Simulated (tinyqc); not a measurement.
Solubility, supersaturation, precipitation and gettering of an impurity in a silicon-like host. Changing the anneal temperature T. Computed by tinyqc, a small Python program. Command: `OMP_NUM_THREADS=1 python tinyqc.py 3014988 3014989 out.jsonl ripen sweep`. One thread of a shared host (Intel(R) Xeon(R) Processor @ 2.30GHz), about 0.01 s of CPU time with the checks.

The wafer was saturated at T1 and is then held at T.

Inputs (values chosen for the exercise, for a model impurity):

| quantity | value | unit |
|---|---|---|
| site density N0 | 5e+22 | 1/cm^3 |
| enthalpy of solution H | 2.94 | eV |
| entropy of solution S | 4.5 | k_B |
| diffusion prefactor D0 | 0.00081 | cm^2/s |
| migration energy Q | 0.747 | eV |
| temperature of saturation T1 | 1350 | K |
| sink density n | 2.5e+09 | 1/cm^3 |
| initial sink radius r0 | 8.3 | nm |
| impurity density in the precipitate C_p | 2.7e+22 | 1/cm^3 |
| interface energy gamma | 0.46 | J/m^2 |
| anneal time t | 370 | s |

Constants: k_B = 8.617333262e-05 eV/K; k_B = 1.380649e-23 J/K.

Method:
- C_eq(T) = N0 exp(S/k_B - H/(k_B T)); D(T) = D0 exp(-Q/(k_B T)); C0 = C_eq(T1). Supersaturation s = C0/C_eq(T); critical radius r* = 2 gamma/(C_p k_B T ln s); barrier W* = (4 pi/3) gamma r*^2. Strain energy is left out.
- tau0 = 1/(4 pi n r0 D); C_fixed(t) = C_eq + (C0 - C_eq) exp(-t/tau0). If all excess precipitates, the final radius is r_f = [r0^3 + 3 (C0 - C_eq)/(4 pi n C_p)]^(1/3), with tau_f = 1/(4 pi n r_f D).
- Growing sinks: with y = r/r_f and y0 = r0/r_f, dy/dt = (1 - y^3)/(3 tau_f y), which integrates to t/tau_f = F(y) - F(y0), F(y) = (1/2) ln[(1 + y + y^2)/(1 - y)^2] - sqrt(3) arctan[(2y + 1)/sqrt(3)]; the share of the excess left is (1 - y^3)/(1 - y0^3), and C(t) = C_eq + (C0 - C_eq) x share.

One run for each value:

| anneal temperature T (K) | C(t) with growing sinks (1/cm^3) | tau_f (s) | supersaturation s | critical radius r* (nm) | W*/(k_B T) |
|---|---|---|---|---|---|
| 743 | 4.452e+13 | 5068 | 9.258e+08 | 0.161 | 4.9 |
| 810 | 3.988e+13 | 1931 | 2.075e+07 | 0.181 | 5.6 |
| 878 | 3.161e+13 | 843 | 7.948e+05 | 0.207 | 6.8 |
| 945 | 2.065e+13 | 419 | 5.056e+04 | 0.241 | 8.6 |
| 1010 | 1.032e+13 | 232 | 4.951e+03 | 0.287 | 11.4 |
| 1080 | 3.264e+12 | 133 | 5.545e+02 | 0.362 | 16.9 |
| 1150 | 1.136e+12 | 82 | 8.106e+01 | 0.488 | 28.9 |
| 1220 | 3.269e+12 | 53 | 1.477e+01 | 0.751 | 64.6 |
| 1280 | 1.196e+13 | 39 | 3.983e+00 | 1.395 | 212.2 |

Over the rows, C(t) with growing sinks (1/cm^3) goes from 4.45e13 through a minimum among these rows, 1.14e12 at 1150, to 1.20e13; tau_f (s) falls from 5070 to 38.7 (exponent d ln y / d ln x -11 between the first rows and -6.6 between the last). When cold, diffusion is too slow for the time given; when hot, the solubility sets the floor.

Caution (rows 743, 810, 878, 945, 1010, 1080, 1150): the barrier to homogeneous nucleation is below 35 k_B T for these inputs, so new precipitates would form and outnumber the fixed sinks assumed here. Caution (rows 743, 810, 878, 945, 1010, 1080): a critical radius of atomic size is outside the capillary model.

Extremes, crossings and ranges named in words are read from the listed rows.
